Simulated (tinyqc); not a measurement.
# Doping and flat-band voltage from the body effect

Question. VT = Vfb + 2 phiF + gamma sqrt(2 phiF + Vsb), phiF = Vt ln(Na/ni), gamma = sqrt(2 q eps0 eps_r Na)/Cox, Cox = eps0 eox/tox. Find Na, gamma and Vfb from two thresholds.

Values chosen for this exercise; material values those of a made-up semiconductor: temperature T = 300 K; relative permittivity of the semiconductor eps_r = 13.5; relative permittivity of the gate insulator eox = 22.3; insulator thickness tox = 63 nm.

Constants: q = 1.602176634e-19 C, kB = 1.380649e-23 J/K, Vt = kB T/q, eps0 = 8.8541878128e-14 F/cm where lengths are in cm. Results are converted to the units shown.

VT at Vsb = 0 and 1.7 V (V): [0.59474713, 1.1333196]
ni = 1.0883621e11 cm^-3

Solution. The difference of the thresholds, gamma [sqrt(2 phiF + Vsb) - sqrt(2 phiF)], holds no Vfb and rises with Na, so it has one root; Vfb then follows from the first threshold.

Na = 1.50e17 cm^-3
gamma = 0.765 V^0.5
Vfb = -0.790 V

Numbers from tinyqc (`OMP_NUM_THREADS=1 python tinyqc.py 2360009 2360010 out.jsonl`; about 0.04 s on one thread of a shared Intel Xeon 2.30GHz).
